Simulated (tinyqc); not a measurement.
Lattice vibrations of a chain, step by step. Computed by tinyqc, a small Python program that keeps every step. Command: `OMP_NUM_THREADS=1 python tinyqc.py 29420 29421 out.jsonl` (the two numbers bound the seeds that draw the settings). One thread of a shared host (Intel(R) Xeon(R) Processor @ 2.60GHz), about 0.01 s of CPU time with the checks.

## Dynamical matrix at q = 0.38

A chain moving along its axis:
```
atom   mass (u)  spring to the next atom (eV/angstrom^2)
1     48.000000                                20.800000
2      5.300000                                 7.600000
```

q is in units of 2 pi/a. A spring k from atom i to atom j, n cells on, adds k to Phi_ii and Phi_jj, -k exp(2 pi i q n) to Phi_ij and the conjugate to Phi_ji (for one atom a cell: 2k (1 - cos 2 pi q n)); D_ij = Phi_ij / sqrt(m_i m_j).

D(q) (eV/(angstrom^2 u)):
$$\begin{pmatrix}
0.591667 & -0.956734+0.326181i \\
-0.956734-0.326181i & 5.358491
\end{pmatrix}$$

## Frequencies

omega^2 are the eigenvalues; wavenumber = 521.4708 sqrt(eigenvalue) 1/cm.

eigenvalues: [0.386182, 5.563976]

wavenumbers (1/cm): [324.1, 1230.0]

weights |e|^2 of the mass-weighted modes, order atom 1, atom 2:
$$\begin{pmatrix}
0.960314 & 0.039686 \\
0.039686 & 0.960314
\end{pmatrix}$$

## Dispersion and heat capacity

C/k_B per atom = mean over q = (j + 1/2)/80, j = 0..39 and all branches of y^2 e^y/(e^y - 1)^2, y = hc wavenumber / k_B T.

Wavenumbers (1/cm):
```
q           branch 1     branch 2
0.000000    0.000000  1272.020885
0.062500   65.840631  1270.315765
0.125000  129.653167  1265.396060
0.187500  189.356760  1257.847824
0.250000  242.783342  1248.636609
0.312500  287.689269  1239.060941
0.375000  321.853462  1230.628896
0.437500  343.298347  1224.819732
0.500000  350.618014  1222.744511
```

Heat capacity:
```
T (K)  C/k_B per atom
20           0.043428
50           0.112796
100          0.243143
200          0.400652
300          0.493202
600          0.734895
1200         0.912700
```

zero-point energy per atom = 45.508014 meV
